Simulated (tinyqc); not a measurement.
Coherent potential approximation for a binary alloy with a semi-elliptic band: one step. First step: the average t-matrix. Three cases, with inputs chosen for the exercise.

Question. With S = 0 form G, tA, tB, <t> and the new S.

Site levels eA = -x d (share 1 - x) and eB = (1 - x) d (share x), so that their mean, the virtual crystal, is 0. Pure band: G0(z) = 2 (z - sqrt(z - W) sqrt(z + W))/W^2 with principal roots, density -Im G/pi per site. The medium has a self-energy S(z), G = G0(z - S), z = E + i eta. t_i = (e_i - S)/(1 - (e_i - S) G); the CPA demands <t> = (1 - x) tA + x tB = 0. Iteration: start at S = 0, set S(new) = S + <t>/(1 + <t> G), stop when |<t>| < 1e-9 eV.

Give: eA, eB; G; tA, tB; <t>; S after one step.

Case 1.

Values chosen: W = 2.2 eV (half width of the pure band); x = 0.49 (fraction of B); d = 3.37 eV (eB - eA); eta = 0.044 eV (broadening); E = 0.79 eV (energy).

Answer.

eA, eB (eV): [-1.6513, 1.7187]

G = 0.31945-0.83050i 1/eV

tA, tB (eV): [-0.5986-0.5374i, 0.3459-1.0948i]

<t> = -0.1358-0.8105i eV
S after one step = 0.7862-2.4539i eV

Case 2.

Values chosen: W = 1.2 eV (half width of the pure band); x = 0.44 (fraction of B); d = 0.37 eV (eB - eA); eta = 0.024 eV (broadening); E = -0.09 eV (energy).

Answer.

eA, eB (eV): [-0.1628, 0.2072]

G = -0.12249-1.62898i 1/eV

tA, tB (eV): [-0.1548-0.0419i, 0.1823-0.0600i]

<t> = -0.0065-0.0499i eV
S after one step = -0.0080-0.0541i eV

Case 3.

Values chosen: W = 1.7 eV (half width of the pure band); x = 0.45 (fraction of B); d = 0.85 eV (eB - eA); eta = 0.034 eV (broadening); E = 0.59 eV (energy).

Answer.

eA, eB (eV): [-0.3825, 0.4675]

G = 0.39960-1.08010i 1/eV

tA, tB (eV): [-0.2940-0.1054i, 0.4149-0.2576i]

<t> = 0.0250-0.1739i eV
S after one step = 0.0545-0.2051i eV

Computed by tinyqc, one run a case: `OMP_NUM_THREADS=1 python tinyqc.py N N+1 out.jsonl` with N = 1480586, 1481199, 1481337; one thread of a shared Intel(R) Xeon(R) Processor @ 2.30GHz, about 0.02 s a run at most.
